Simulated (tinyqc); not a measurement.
## One-dimensional ballistic tunnel FET, two-band WKB: effect of temperature

A p-type source for x < 0 with its Fermi level at 0 and its valence edge at ds; in the channel the bands fall as D exp(-x/lam) towards their flat values, with the conduction edge at Ec = ds - dP and D = dP + Eg. The gate moves dP one to one. The drain Fermi level lies at -Vd and the drain side reflects nothing. For w = E - Ec between 0 and dP an electron crosses the gap. Two-band dispersion with equal masses m: inside the gap kappa = sqrt(m u (1 - u/Eg)/C), u the distance from a band edge, C = hbar^2/(2 m0).

S(w) = 2 lam int_0^Eg kappa(u) du/(w + Eg - u) = 2 pi lam sqrt(m/(C Eg)) [w + Eg/2 - sqrt(w (w + Eg))], T(w) = exp(-S). I = g (2 q^2/h) int_0^dP T(w) [f(E) - f(E + Vd)] dw, E = ds - dP + w, f(x) = 1/(1 + exp(x/Vt)). Swing = d(dP)/d(log10 I).

Inputs (values chosen for the exercise); band and dielectric values close to those of In0.53Ga0.47As:
```
symbol  value  unit                                           meaning
Eg      0.749    eV                                          band gap
m       0.039    m0              band-edge mass of the two-band model
lam       3.1    nm           screening length of the source junction
ds       0.16    eV  source valence edge above the source Fermi level
Vd        0.3     V                                        drain bias
g           1              number of degenerate subbands (spin apart)
dP       0.37    eV        tunnelling window Ev(source) - Ec(channel)
```

Constants: q = 1.602176634e-19 C, kB = 1.380649e-23 J/K, hbar = 1.054571817e-34 J s, h = 6.62607015e-34 J s, m0 = 9.1093837015e-31 kg, Vt = kB T/q, hbar^2/(2 m0) = 0.0380998212 eV nm^2. Results are converted to the units shown.

Result of one run:

| I (uA) | swing (mV/decade) | Vt ln 10 (mV/decade) |
|---|---|---|
| 0.3221 | 208.8 | 49.61 |

Which temperature T gave this result: 150, 200, 250 or 350 K?

T = 250 K.

The whole series:

| T (K) | I (uA) | swing (mV/decade) | Vt ln 10 (mV/decade) |
|---|---|---|---|
| 77 | 0.3057 | 199.6 | 15.28 |
| 150 | 0.3106 | 202.3 | 29.76 |
| 200 | 0.3157 | 205.2 | 39.68 |
| 250 | 0.3221 | 208.8 | 49.61 |
| 300 | 0.3297 | 213.1 | 59.53 |
| 350 | 0.3379 | 218.0 | 69.45 |
| 400 | 0.3466 | 223.2 | 79.37 |

I rises from 0.306 to 0.347 uA, and the swing rises from 200 to 223 mV/decade, while the thermionic limit rises from 15.3 to 79.4 mV/decade. Gap and mass are held fixed.

Program tinyqc, `OMP_NUM_THREADS=1 python tinyqc.py 2620138 2620139 out.jsonl`; Intel Xeon 2.30GHz, shared host, one thread, about 0.02 s.
